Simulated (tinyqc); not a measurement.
Geometry relaxation of a small cluster: one step, computed by the program tinyqc.

E = sum_i {sum_j A exp(-p (r_ij/r0 - 1)) - xi sqrt(rho_i)}, rho_i = sum_j exp(-2 q (r_ij/r0 - 1)); the force on i is -sum_j w_ij (R_i - R_j)/r_ij with w_ij = -(2p/r0) A exp(-p (r_ij/r0 - 1)) + (xi q/r0) exp(-2 q (r_ij/r0 - 1)) (rho_i^(-1/2) + rho_j^(-1/2)).

Question. Energy and forces at the start. Evaluate E and the forces at the starting positions.

Inputs (values chosen for the exercise, for model atoms):
```
quantity,value,unit
length r0,2.35,angstrom
repulsion A,0.16,eV
hopping xi,1.84,eV
decay p,10.3,-
decay q,3.1,-
```

Potential: Gupta. Method: FIRE.

starting positions (angstrom):
```
,x,y,z
atom 1,0.14,-0.04,0.06
atom 2,2.26,-0.07,-0.08
atom 3,1.09,1.91,-0.11
```

Give: distances; energy at the start; forces.

Answer.

distances (angstrom): 1-2 2.125, 1-3 2.176, 2-3 2.300

energy at the start = -7.645 eV

forces (eV/angstrom):
```
,x,y,z
atom 1,1.793,1.242,-0.188
atom 2,-1.964,1.345,0.058
atom 3,0.172,-2.588,0.130
```
